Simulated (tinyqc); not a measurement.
## Pillar capacitor in an array: capacitance, non-linearity, leakage and relaxation: charge lost after writing

A film between two metal electrodes, each interface adding a series capacitance ci. The small-signal permittivity is ek (1 + aq E^2); the field is found with the linear permittivity. Leakage J = J0 sinh(E/Ef). After a voltage step the film passes a relaxation current kr C V tt^(-nr), tt being the time in seconds. The sidewall is a coaxial capacitor with radii a = dm/2 and b = dm/2 + t, depth AR dm; the end face is left out.

Planar film: Cf = eps0 ek/t, 1/C = 1/Cf + 2/ci, EOT = 3.9 eps0/C, effective permittivity C t/eps0, E = (V/t) C/Cf. A capacitor written for t0 and then left open loses, as a share of C V, kr (tt^(1 - nr) - t0^(1 - nr))/(1 - nr) by relaxation and J tt/(C V) by leakage; both are taken as small, and rows far outside that range are left out.

Values chosen for this exercise; permittivity of the order of that of aluminium oxide: relative permittivity of the film ek = 8.11; film thickness t = 13 nm; capacitance of each electrode interface (dead layer and screening) ci = 200 uF/cm^2; quadratic field coefficient of the permittivity aq = 0.004 cm^2/MV^2; bias V = 1 V; exponent of the relaxation current nr = 0.97; strength of the relaxation kr = 0.0086; leakage prefactor J0 = 5.2e-11 A/cm^2; field for an e-fold rise of the leakage Ef = 0.47 MV/cm; duration of the write pulse t0 = 1e-7 s.

Constants: eps0 = 8.8541878128e-14 F/cm where lengths are in cm. Results are converted to the units shown.

The same in every row: leakage current (nA/cm^2) = 0.12729.

Result of one run:

| relaxation current (nA/cm^2) | loss by relaxation (%) | loss by leakage (%) | total loss (%) |
|---|---|---|---|
| 3.3445e5 | 2.6187 | 2.3171e-7 | 2.6187 |

Which time since the start of the write pulse tt gave this result: 1e-5, 0.001, 0.1 or 100 s?

tt = 1e-5 s.

The whole series:

| tt (s) | relaxation current (nA/cm^2) | loss by relaxation (%) | loss by leakage (%) | total loss (%) |
|---|---|---|---|---|
| 1e-6 | 3.1213e6 | 1.2642 | 2.3171e-8 | 1.2642 |
| 1e-5 | 3.3445e5 | 2.6187 | 2.3171e-7 | 2.6187 |
| 0.0001 | 35837 | 4.0702 | 2.3171e-6 | 4.0702 |
| 0.001 | 3840.0 | 5.6254 | 2.3171e-5 | 5.6254 |
| 0.01 | 411.46 | 7.2919 | 2.3171e-4 | 7.2921 |
| 0.1 | 44.089 | 9.0776 | 0.0023171 | 9.0799 |
| 1 | 4.7242 | 10.991 | 0.023171 | 11.014 |
| 10 | 0.50621 | 13.041 | 0.23171 | 13.273 |
| 100 | 0.054242 | 15.238 | 2.3171 | 17.555 |

The two currents are equal at tt = 41.5 s. The loss by relaxation grows from 1.26 to 15.2 %, by 1.35 points over the first decade and 2.20 over the last, while the loss by leakage grows tenfold a decade. Relaxation is the larger loss in every row. For tt = 100 the falling voltage would already cut the leakage, so the linear estimate overstates the loss.

Computed by the program tinyqc: `OMP_NUM_THREADS=1 python tinyqc.py 2102135 2102136 out.jsonl`, one thread of a shared Intel Xeon 2.30GHz, about 0.01 s for the whole run.
